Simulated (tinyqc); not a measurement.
Inside a calculation. Model: quasi-harmonic thermal expansion with mode Grueneisen parameters. Computed by tinyqc, a small Python program that keeps every step. Command: `OMP_NUM_THREADS=1 python tinyqc.py 3013157 3013158 out.jsonl qha walk`. One thread of a shared host (Intel(R) Xeon(R) Processor @ 2.30GHz), about 0.04 s of CPU time with the checks. Intermediate numbers are printed to about 6 digits and carried at full precision; extremes and crossings named in words are read from the listed rows.

A crystal with two atoms a cell; per atom there are 1 transverse acoustic (TA), 1/2 longitudinal acoustic (LA) and 3/2 optical (O) modes. Every frequency of group i scales as nu_i (V/V0)^(-gamma_i). The acoustic groups have Debye spectra, density 3 nu^2/nu_i^3 up to nu_i (40 Gauss-Legendre points); the optical group has one frequency. Static energy: E = (9 V0 B0/16) [y^3 B' + y^2 (2 - 4 y)], y = (V0/V)^(2/3) - 1, with pressure P_s = (3 B0/2) (z^7 - z^5) [1 + (3/4)(B' - 4)(z^2 - 1)], z = (V0/V)^(1/3).

Inputs (values chosen for the exercise, for a model crystal):
```
quantity                       value             unit
static volume V0                19.9  angstrom^3/atom
static bulk modulus B0           156              GPa
static B'                       4.36                -
frequency nu_TA                 4.54              THz
frequency nu_LA                 7.82              THz
frequency nu_O                  17.4              THz
Grueneisen parameter gamma_TA   0.43                -
Grueneisen parameter gamma_LA    1.9                -
Grueneisen parameter gamma_O     1.8                -
temperature T                    800                K
step factor f                    0.8                -
```

Acoustic groups: Debye.

Constants: h x 1 THz = 4.135667696 meV; k_B = 8.617333262e-05 eV/K; 1 eV/angstrom^3 = 160.2176634 GPa.

## Mode groups at the static volume

For a mode with x = h nu/(k_B T), n = 1/(exp(x) - 1): U = h nu (n + 1/2), C/k_B = x^2 n (n + 1); U_i and C_i sum these over group i with its weight per atom. Phonon pressure P_ph = sum_i gamma_i U_i/V.

Groups:
```
group  h nu_i/(k_B T)  U_i (meV)  C_i (k_B)  gamma_i C_i (k_B)
TA           0.272357    69.1941   0.996301           0.428409
LA           0.469126    34.8476   0.494541           0.939628
O             1.04384    112.631    1.37091            2.46764
```

phonon pressure at V0 = 2.40488 GPa

## Grueneisen's estimate

gamma_th = sum gamma_i C_i / sum C_i; volume expansion coefficient alpha_V = gamma_th C k_B/(B0 V0); linear coefficient alpha_V/3; first-order volume change P_ph/B0.

heat capacity C at V0 = 2.86175 k_B/atom

gamma_th at V0 = 1.34032

linear expansion, Grueneisen estimate = 5.68626 ppm/K

first-order volume change = 1.54159 %

The O group gives the largest part of the expansion.

## Equilibrium volume by iteration

Start at V0 and step V(new) = V [1 + f (P_s + P_ph)/B0]; stop when |P_s + P_ph| < 1e-8 GPa, after 60 steps, or when V leaves 0.7 to 1.3 V0.

Iterations:
```
step  V (angstrom^3)  P_s + P_ph (GPa)
0            19.9000       2.40488e+00
1            20.1454       5.07972e-01
2            20.1979       1.18206e-01
3            20.2101       2.80511e-02
4            20.2131       6.68687e-03
5            20.2137       1.59574e-03
6            20.2139       3.80900e-04
7            20.2139       9.09258e-05
8            20.2140       2.17055e-05
9            20.2140       5.18147e-06
10           20.2140       1.23691e-06
11           20.2140       2.95272e-07
12           20.2140       7.04865e-08
13           20.2140       1.68263e-08
14           20.2140       4.01677e-09
```

converged (1 yes, 0 no) = 1

volume V(T) = 20.2140 angstrom^3/atom

Converged at step 14; the volume lies +1.578 % from V0.

## Properties at the equilibrium volume

B_T = -V d(P_s + P_ph)/dV at fixed T (central difference, step 1e-4 V); alpha_V = sum gamma_i C_i k_B/(B_T V), all at V(T); the linear coefficient is alpha_L = alpha_V/3. C_P - C_V = alpha_V^2 B_T V T; the optical frequency is nu_O (V/V0)^(-gamma_O).

volume change from V0 = 1.57769 %

isothermal bulk modulus B_T = 148.450 GPa

linear expansion coefficient = 5.90214 ppm/K

C_V = 2.86884 k_B/atom

C_P - C_V = 0.0545129 k_B/atom

optical frequency at V(T) = 16.9166 THz

B_T lies -4.84 % from the static B0, and the Grueneisen estimate at V0 differs from this expansion coefficient by -3.7 %.

## Zero-point expansion

At T = 0, U_i is the zero-point energy (h nu/2 a mode); solve P_s + P_ph = 0.

volume at T = 0 = 20.0147 angstrom^3/atom

zero-point volume change = 0.576153 %

## Expansion against temperature

V(T) solves P_s + P_ph = 0. The Grueneisen estimate uses C_i, V0 and B0 at the static volume; gamma_th = sum gamma_i C_i / sum C_i is taken at V(T).

Quasi-harmonic results:
```
T (K)  V/V0 - 1 (%)  B_T (GPa)  alpha_L (ppm/K)  alpha_L, Grueneisen estimate  gamma_th
20          0.57624    154.583          0.05546                       0.05445   0.56594
40          0.57732    154.574          0.33668                       0.33073   0.61702
70          0.58290    154.526          0.88944                       0.87597   0.73438
100         0.59312    154.444          1.35586                       1.33595   0.82908
150         0.61938    154.230          2.14025                       2.10263   0.98106
220         0.67662    153.770          3.24770                       3.18603   1.13893
300         0.76726    153.109          4.18644                       4.10313   1.23178
450         0.98186    151.743          5.13983                       5.01829   1.30110
700         1.39989    149.393          5.77093                       5.58261   1.33566
1000        1.94402    146.567          6.08443                       5.81237   1.34826
```

alpha_L is positive throughout. gamma_th moves from 0.57, near gamma_TA = 0.43, to 1.35, near the average over all modes, 1.36, as the stiffer groups take up their share of C. B_T changes by -5.2 % over the table, and at the highest T the estimate at fixed V0 and B0 is off by -4.5 %.

Checks made by the program: zero of the pressure against the minimum of F(V) = E + F_ph (relative difference 2e-09); alpha against the slope of V(T) (relative difference 5e-08).
